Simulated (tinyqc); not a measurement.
Four-point probe at the centre of a round wafer.

Four collinear probes with spacing s at the centre of a thin disc of diameter d with an insulating edge: Rs = C V/I, C = pi/{ln 2 + ln[((d/s)^2 + 3)/((d/s)^2 - 3)]}; C tends to pi/ln 2 = 4.5324. x = d/s.

Values chosen for this exercise:
- ns = 1.3e12 cm^-2 (sheet density of the layer)
- mu = 1500 cm^2/(V s) (drift mobility)
- I = 500 uA (current)

Constants: q = 1.602176634e-19 C. Results are converted to the units shown.

Four-point probe at the centre of a round wafer:
```
x        C  C over its limit  V for Rs = 1/(q ns mu) (mV)
4    2.929            0.6462                        546.4
5    3.362            0.7419                        476.0
7.5  3.927            0.8665                        407.5
10   4.171            0.9203                        383.7
15   4.364            0.9630                        366.7
20   4.436            0.9788                        360.7
40   4.508            0.9946                        355.0
100  4.528            0.9991                        353.4
```

C rises from 2.929 to 4.528. Using 4.5324 overstates Rs by 54.7 % in the first row and by under 1 % from d/s = 40 on among the rows.

Numbers from tinyqc (`OMP_NUM_THREADS=1 python tinyqc.py 2850172 2850173 out.jsonl`; about 0.01 s on one thread of a shared Intel Xeon 2.30GHz).
